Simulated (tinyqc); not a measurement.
Worked calculation: RHF in the 6-311g basis, for H2, spin multiplicity 1. One step of it, computed by the program tinyqc.

Question. Iteration 1: building the Fock matrix. J_ij = sum D_kl (ij|kl), K_ij = sum D_kl (ik|jl); F = H + J - 0.5 K; E = tr D H + tr D J / 2 - 0.25 tr D K + E_nn.

D at the start, lower triangle:
```
          1H 1s     1H 2s     1H 3s     2H 1s     2H 2s     2H 3s
1H 1s  0.069943
1H 2s  0.150877  0.325466
1H 3s  0.021156  0.045636  0.006399
2H 1s  0.069943  0.150877  0.021156  0.069943
2H 2s  0.150877  0.325466  0.045636  0.150877  0.325466
2H 3s  0.021156  0.045636  0.006399  0.021156  0.045636  0.006399
```

core Hamiltonian H = T + V (hartree), lower triangle:
```
           1H 1s      1H 2s      1H 3s      2H 1s      2H 2s      2H 3s
1H 1s  -0.282625
1H 2s  -0.847667  -0.890199
1H 3s  -0.586329  -0.753966  -0.748584
2H 1s  -0.201107  -0.397725  -0.410452  -0.282625
2H 2s  -0.397725  -0.589672  -0.598582  -0.847667  -0.890199
2H 3s  -0.410452  -0.598582  -0.653440  -0.586329  -0.753966  -0.748584
```

Two-electron integrals (ij|kl) in chemists' order, unique and non-zero (hartree):
```
(11|11) 1.393035   (21|11) 0.822971   (21|21) 0.509703   (22|11) 0.822904
(22|21) 0.543028   (22|22) 0.644106   (31|11) 0.411256   (31|21) 0.257757
(31|22) 0.279868   (31|31) 0.130794   (32|11) 0.543681   (32|21) 0.365771
(32|22) 0.452669   (32|31) 0.189803   (32|32) 0.325140   (33|11) 0.494021
(33|21) 0.340115   (33|22) 0.445993   (33|31) 0.178035   (33|32) 0.331779
(33|33) 0.361682   (41|11) 0.052108   (41|21) 0.034414   (41|22) 0.040466
(41|31) 0.017723   (41|32) 0.028208   (41|33) 0.027371   (41|41) 0.004318
(42|11) 0.132815   (42|21) 0.092017   (42|22) 0.120345   (42|31) 0.048218
(42|32) 0.088375   (42|33) 0.092623   (42|41) 0.013109   (42|42) 0.051032
(43|11) 0.125406   (43|21) 0.087638   (43|22) 0.117831   (43|31) 0.046099
(43|32) 0.088124   (43|33) 0.095402   (43|41) 0.012476   (43|42) 0.052688
(43|43) 0.056467   (44|11) 0.475514   (44|21) 0.335018   (44|22) 0.461267
(44|31) 0.176858   (44|32) 0.349236   (44|33) 0.383898   (44|41) 0.052108
(44|42) 0.244838   (44|43) 0.268139   (44|44) 1.393035   (51|11) 0.244838
(51|21) 0.153928   (51|22) 0.167904   (51|31) 0.078175   (51|32) 0.114046
(51|33) 0.107178   (51|41) 0.013109   (51|42) 0.036034   (51|43) 0.034129
(51|44) 0.132815   (51|51) 0.051032   (52|11) 0.334258   (52|21) 0.225356
(52|22) 0.279823   (52|31) 0.117015   (52|32) 0.201171   (52|33) 0.205348
(52|41) 0.023396   (52|42) 0.079324   (52|43) 0.080100   (52|44) 0.334258
(52|51) 0.079324   (52|52) 0.152784   (53|11) 0.291046   (53|21) 0.200359
(53|22) 0.262110   (53|31) 0.104860   (53|32) 0.194382   (53|33) 0.209942
(53|41) 0.021858   (53|42) 0.082401   (53|43) 0.087257   (53|44) 0.373244
(53|51) 0.071439   (53|52) 0.152217   (53|53) 0.163107   (54|11) 0.335018
(54|21) 0.235348   (54|22) 0.321537   (54|31) 0.124081   (54|32) 0.242877
(54|33) 0.267296   (54|41) 0.034414   (54|42) 0.153928   (54|43) 0.168354
(54|44) 0.822971   (54|51) 0.092017   (54|52) 0.225356   (54|53) 0.251825
(54|54) 0.509703   (55|11) 0.461267   (55|21) 0.321537   (55|22) 0.433137
(55|31) 0.169061   (55|32) 0.326354   (55|33) 0.361595   (55|41) 0.040466
(55|42) 0.167904   (55|43) 0.183324   (55|44) 0.822904   (55|51) 0.120345
(55|52) 0.279823   (55|53) 0.313738   (55|54) 0.543028   (55|55) 0.644106
(61|11) 0.268139   (61|21) 0.168354   (61|22) 0.183324   (61|31) 0.085473
(61|32) 0.124461   (61|33) 0.116908   (61|41) 0.012476   (61|42) 0.034129
(61|43) 0.032541   (61|44) 0.125406   (61|51) 0.052688   (61|52) 0.080100
(61|53) 0.071974   (61|54) 0.087638   (61|55) 0.117831   (61|61) 0.056467
(62|11) 0.373244   (62|21) 0.251825   (62|22) 0.313738   (62|31) 0.130811
(62|32) 0.226181   (62|33) 0.232259   (62|41) 0.021858   (62|42) 0.071439
(62|43) 0.071974   (62|44) 0.291046   (62|51) 0.082401   (62|52) 0.152217
(62|53) 0.150176   (62|54) 0.200359   (62|55) 0.262110   (62|61) 0.087257
(62|62) 0.163107   (63|11) 0.367651   (63|21) 0.253961   (63|22) 0.336057
(63|31) 0.133112   (63|32) 0.251528   (63|33) 0.277740   (63|41) 0.023334
(63|42) 0.084444   (63|43) 0.089100   (63|44) 0.367651   (63|51) 0.084444
(63|52) 0.173130   (63|53) 0.184737   (63|54) 0.253961   (63|55) 0.336057
(63|61) 0.089100   (63|62) 0.184737   (63|63) 0.229771   (64|11) 0.176858
(64|21) 0.124081   (64|22) 0.169061   (64|31) 0.065386   (64|32) 0.127617
(64|33) 0.140544   (64|41) 0.017723   (64|42) 0.078175   (64|43) 0.085473
(64|44) 0.411256   (64|51) 0.048218   (64|52) 0.117015   (64|53) 0.130811
(64|54) 0.257757   (64|55) 0.279868   (64|61) 0.046099   (64|62) 0.104860
(64|63) 0.133112   (64|64) 0.130794   (65|11) 0.349236   (65|21) 0.242877
(65|22) 0.326354   (65|31) 0.127617   (65|32) 0.246181   (65|33) 0.274806
(65|41) 0.028208   (65|42) 0.114046   (65|43) 0.124461   (65|44) 0.543681
(65|51) 0.088375   (65|52) 0.201171   (65|53) 0.226181   (65|54) 0.365771
(65|55) 0.452669   (65|61) 0.088124   (65|62) 0.194382   (65|63) 0.251528
(65|64) 0.189803   (65|65) 0.325140   (66|11) 0.383898   (66|21) 0.267296
(66|22) 0.361595   (66|31) 0.140544   (66|32) 0.274806   (66|33) 0.313692
(66|41) 0.027371   (66|42) 0.107178   (66|43) 0.116908   (66|44) 0.494021
(66|51) 0.092623   (66|52) 0.205348   (66|53) 0.232259   (66|54) 0.340115
(66|55) 0.445993   (66|61) 0.095402   (66|62) 0.209942   (66|63) 0.277740
(66|64) 0.178035   (66|65) 0.331779   (66|66) 0.361682
```

nuclear repulsion = 0.47587879 hartree

Give: Coulomb J; exchange K; Fock matrix F; total energy of this density.

Answer.

Coulomb J (hartree), lower triangle:
```
        1H 1s   1H 2s   1H 3s   2H 1s   2H 2s   2H 3s
1H 1s  1.4309
1H 2s  0.9439  1.1410
1H 3s  0.4873  0.8157  0.8314
2H 1s  0.0905  0.3181  0.3286  1.4309
2H 2s  0.3181  0.6015  0.6078  0.9439  1.1410
2H 3s  0.3286  0.6078  0.6953  0.4873  0.8157  0.8314
```

exchange K (hartree), lower triangle:
```
        1H 1s   1H 2s   1H 3s   2H 1s   2H 2s   2H 3s
1H 1s  0.8074
1H 2s  0.8063  0.9268
1H 3s  0.5739  0.7065  0.5644
2H 1s  0.3867  0.5708  0.5027  0.8074
2H 2s  0.5708  0.7710  0.6545  0.8063  0.9268
2H 3s  0.5027  0.6545  0.5457  0.5739  0.7065  0.5644
```

Fock matrix F (hartree), lower triangle:
```
         1H 1s    1H 2s    1H 3s    2H 1s    2H 2s    2H 3s
1H 1s   0.7445
1H 2s  -0.3069  -0.2126
1H 3s  -0.3860  -0.2915  -0.1994
2H 1s  -0.3040  -0.3650  -0.3331   0.7445
2H 2s  -0.3650  -0.3737  -0.3181  -0.3069  -0.2126
2H 3s  -0.3331  -0.3181  -0.2310  -0.3860  -0.2915  -0.1994
```

total energy of this density = -1.041607 hartree
